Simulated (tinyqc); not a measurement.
Schottky barrier with interface states (Cowley-Sze model), image lowering and contact resistance: one step, computed by the program tinyqc.

An n-type semiconductor under a metal. The barrier lies between the Schottky-Mott limit phi_M - chi and the Bardeen limit E_g - E_n, E_n being the neutrality level of the interface states; the space-charge term of the full Cowley-Sze expression is left out.

Question. Thermionic current. A* = 4 pi e m_e M_c k_B^2/h^3 (a simple valley count); J_s = A* T^2 exp(-phi/k_B T). J_0 uses phi_B; the reverse current uses phi_B less the image lowering, times 1 - exp(-V_r/k_B T).

Inputs (values chosen for the exercise, with gap, mass and screening modelled on GaN): electron mass m_e = 0.198 m_0; valleys M_c = 1; temperature T = 300 K; reverse bias V_r = 2.3 V.

Pinning factor from: interface states.

barrier phi_B = 0.9559856 eV

image lowering = 0.06649416 eV

Constants: e = 1.602176634e-19 C; m_0 = 9.1093837015e-31 kg; k_B = 1.380649e-23 J/K; h = 6.62607015e-34 J s; k_B = 8.617333262e-05 eV/K.

Give: Richardson constant A*; J_0; thermionic reverse current.

Answer.

Richardson constant A* = 23.79 A cm^-2 K^-2

J_0 = 1.866e-10 A/cm^2

thermionic reverse current = 2.443e-09 A/cm^2

Image lowering raises the reverse current by a factor 13.1.
